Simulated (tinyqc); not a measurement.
Size of the basis: round or elliptic silicon nanowire with anisotropic valleys (Ritz method).

Wire along x = [100] on a (001) wafer, y = [010], z = [001]. Valley groups, two valleys each (w = inverse masses): A, axis along z: w_y = 1/mt, w_z = 1/ml, m_x = mt; B, axis along y: w_y = 1/ml, w_z = 1/mt, m_x = mt; C, axis along x: w_y = w_z = 1/mt, m_x = ml.

Hard wall on the ellipse (y/a)^2 + (z/b)^2 = 1, c = hbar^2/2m0. With u = y/a, v = z/b the operator is -c [(w_y/a^2) d2/du2 + (w_z/b^2) d2/dv2] on the unit disc. Basis (1 - u^2 - v^2) u^i v^j; S, X and Y are the disc integrals of f f', (df/du)(df'/du) and (df/dv)(df'/dv), from the integral of u^p v^q = 2 Gamma((p+1)/2) Gamma((q+1)/2)/((p + q + 2) Gamma((p+q+2)/2)) for even p, q; H = c (w_y X/a^2 + w_z Y/b^2).

Constants: hbar^2/2m0 = 3.80998211 eV angstrom^2.

Inputs chosen for the exercise (near those of a Si nanowire; shifted at random, so the results belong to these values and not to a real crystal):
- ml = 0.907 m0 (longitudinal mass)
- mt = 0.193 m0 (transverse mass)
- a = 26 angstrom (semi-axis along y)
- b = 36 angstrom (semi-axis along z)

Lowest level of each group with 1, 3, 6 and 21 even functions.

Levels (meV):

| functions | A | B | C |
|---|---|---|---|
| 1 | 97.33 | 64.34 | 133.30 |
| 3 | 90.99 | 61.69 | 128.15 |
| 6 | 90.76 | 61.67 | 128.12 |
| 21 | 90.75 | 61.67 | 128.12 |

What can be read from this table?

One function errs by 7.2 % for A, 4.3 % for B and 4.0 % for C, six by 0.0036, 4.7e-05 and 5.1e-05 meV. The error grows with the axis ratio of the stretched ellipse (3.00, 1.57, 1.38); for a circle it is 6/5.783 - 1 = 3.7 %.

(tinyqc, `OMP_NUM_THREADS=1 python tinyqc.py 1281641 1281642 out.jsonl`, Intel(R) Xeon(R) Processor @ 2.30GHz, 1 thread, shared host, about 0.07 s.)
